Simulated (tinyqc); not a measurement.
# n-type polysilicon, carrier trapping at grain boundaries: what changes with what

One-dimensional grains of size Lg, uniform ionised doping N, monovalent traps Qt at each boundary at a depth Et below (for electrons) or above (for holes) the band edge there, abrupt depletion of width W on each side of a boundary, Boltzmann statistics. xi is the distance from the band edge at the grain centre to the Fermi level. Trapped charge Qt/(1 + exp((xi + VB - Et)/Vt)) = 2 N W, barrier VB = q N W^2/(2 eps0 eps_r).

Parameters, values chosen for the exercise; values of the order met in polycrystalline silicon: temperature T = 350 K; relative permittivity eps_r = 11.7; conduction-band density of states at T NB = 3.53e19 cm^-3; grain size Lg = 160 nm; trap density of a grain boundary Qt = 5.9e11 cm^-2; depth of the trap level from the majority band edge at the boundary Et = 0.42 eV; mass for thermionic emission ms = 0.55 m0; correction factor of the emission rate fe = 0.12; mobility inside the grains mug = 57 cm^2/(V s); doping N = 2.5e17 cm^-3.

Constants: q = 1.602176634e-19 C, kB = 1.380649e-23 J/K, m0 = 9.1093837015e-31 kg, Vt = kB T/q, eps0 = 8.8541878128e-14 F/cm where lengths are in cm. Results are converted to the units shown.

Each table varies one quantity; the others keep the values above.

## Effect of the doping

If the trap equation with xi = Vt ln(NB/N) has a root W < Lg/2, the grain is partly depleted; otherwise W = Lg/2 and the trap equation gives xi = Et - VB + Vt ln(Qt/(N Lg) - 1). N* = Qt/Lg. n0 = NB exp(-xi/Vt); mean density n0 (1 - 2 W/Lg) by charge balance in a partly depleted grain, and n0 (sqrt(pi)/2) erf(u)/u with u = sqrt(VB/Vt) in a fully depleted one; v = sqrt(kB T/(2 pi ms m0)); barrier resistivity Vt exp(VB/Vt)/(q fe n0 v Lg); grain resistivity (1 - 2 W/Lg)/(q n0 mug); effective mobility 1/(q mean density total resistivity). Rows with xi above 0.45 V, towards mid-gap, are left out, since the other carrier type is ignored.

Effect of the doping:

| N (cm^-3) | N/N* | depleted share 2 W/Lg | VB (V) | xi (V) | mean density (cm^-3) | resistivity (ohm cm) | effective mobility (cm^2/(V s)) |
|---|---|---|---|---|---|---|---|
| 8.1e15 | 0.2197 | 1.000 | 0.04009 | 0.4181 | 2.319e13 | 2811 | 95.75 |
| 1.7e16 | 0.4610 | 1.000 | 0.08413 | 0.3406 | 2.293e14 | 925.1 | 29.42 |
| 3.6e16 | 0.9763 | 0.9134 | 0.1487 | 0.2078 | 3.117e15 | 96.32 | 20.79 |
| 7.6e16 | 2.061 | 0.4816 | 0.08723 | 0.1852 | 3.940e16 | 6.685 | 23.70 |
| 1.6e17 | 4.339 | 0.2303 | 0.04199 | 0.1628 | 1.232e17 | 1.156 | 43.83 |
| 3.3e17 | 8.949 | 0.1117 | 0.02039 | 0.1409 | 2.931e17 | 0.4438 | 47.98 |
| 7e17 | 18.98 | 0.05268 | 0.009613 | 0.1182 | 6.631e17 | 0.1974 | 47.69 |
| 1.5e18 | 40.68 | 0.02458 | 0.004486 | 0.09526 | 1.463e18 | 0.09056 | 47.10 |

As N goes from 8.1e15 to 1.5e18, VB goes from 0.0401 through a maximum of 0.149 (at N = 3.6e16 among the rows listed) to 0.00449 V, the resistivity falls from 2810 to 0.0906 ohm cm and the effective mobility moves up and down between 20.8 and 95.7 cm^2/(V s). The steepest fall of the resistivity among the rows, as N^(-3.6), lies between N = 3.6e16 and 7.6e16 cm^-3; N* = 3.69e16 cm^-3. While the grain is fully depleted VB grows as N; once the traps are full it falls as 1/N. For N = 3.3e17, 7e17, 1.5e18 VB is below Vt, where abrupt depletion and thermionic emission are rough. For N = 3.6e16 the grain is near the changeover between partial and full depletion, within a few Debye lengths, where both limits are rough. For N = 8.1e15 the effective mobility exceeds mug, since drift through the depleted part of the grain is left out.

## Effect of the grain size

Same model as above.

N* = Qt/Lg.

Results:

| Lg (nm) | N/N* | depleted share 2 W/Lg | VB (V) | xi (V) | mean density (cm^-3) | resistivity (ohm cm) | effective mobility (cm^2/(V s)) |
|---|---|---|---|---|---|---|---|
| 10 | 0.4237 | 1.000 | 0.004833 | 0.4244 | 2.591e13 | 1.722e4 | 13.99 |
| 31 | 1.314 | 0.7611 | 0.02690 | 0.1493 | 5.974e16 | 1.365 | 76.53 |
| 53 | 2.246 | 0.4451 | 0.02690 | 0.1493 | 1.387e17 | 0.9803 | 45.90 |
| 94 | 3.983 | 0.2510 | 0.02690 | 0.1493 | 1.873e17 | 0.7438 | 44.81 |
| 160 | 6.780 | 0.1475 | 0.02690 | 0.1493 | 2.131e17 | 0.6176 | 47.41 |
| 290 | 12.29 | 0.08135 | 0.02690 | 0.1493 | 2.297e17 | 0.5371 | 50.60 |
| 500 | 21.19 | 0.04719 | 0.02690 | 0.1493 | 2.382e17 | 0.4955 | 52.88 |

Estimate the missing row, Lg = 17 nm.

Computed row:

| Lg (nm) | N/N* | depleted share 2 W/Lg | VB (V) | xi (V) | mean density (cm^-3) | resistivity (ohm cm) | effective mobility (cm^2/(V s)) |
|---|---|---|---|---|---|---|---|
| 17 | 0.7203 | 1.000 | 0.01397 | 0.3775 | 1.120e14 | 2891 | 19.28 |

With this row back in the table: As Lg goes from 10 to 500, VB rises from 0.00483 to 0.0269 V, the resistivity falls from 17200 to 0.495 ohm cm and the effective mobility moves up and down between 14.0 and 76.5 cm^2/(V s). In every row VB is below Vt, where abrupt depletion and thermionic emission are rough. For Lg = 31 the grain is near the changeover between partial and full depletion, within a few Debye lengths, where both limits are rough. For Lg = 31 the effective mobility exceeds mug, since drift through the depleted part of the grain is left out.

tinyqc, about 0.03 s, one thread, Intel Xeon 2.30GHz (shared host): `OMP_NUM_THREADS=1 python tinyqc.py 2830294 2830295 out.jsonl`
